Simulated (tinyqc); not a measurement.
The 3-omega method: a line heater on a substrate with a thin film: one step, computed by the program tinyqc.

A current at angular frequency omega = 2 pi f heats the line at 2 omega with the amplitude P per length; the temperature swing Delta T at 2 omega gives a voltage at 3 omega. The substrate is taken as semi-infinite and isotropic, and the heat capacity of heater and film is left out.

Question. Penetration depth. D = kappa/C; q = sqrt(2 i omega/D); penetration depth 1/|q| = sqrt(D/(2 omega)).

Inputs (values chosen for the exercise, modelled on hafnia on gallium arsenide):
```
quantity                      value           unit
substrate conductivity kappa   48.7        W/(m K)
substrate heat capacity C      1.68  1e6 J/(m^3 K)
heater half-width b             3.2     micrometre
current frequency f             370             Hz
substrate thickness d_s         500     micrometre
```

Give: diffusivity D; penetration depth; |q| b; penetration depth / d_s.

Answer.

diffusivity D = 28.988 mm^2/s

penetration depth = 78.959 micrometre

|q| b = 0.040527

penetration depth / d_s = 0.15792
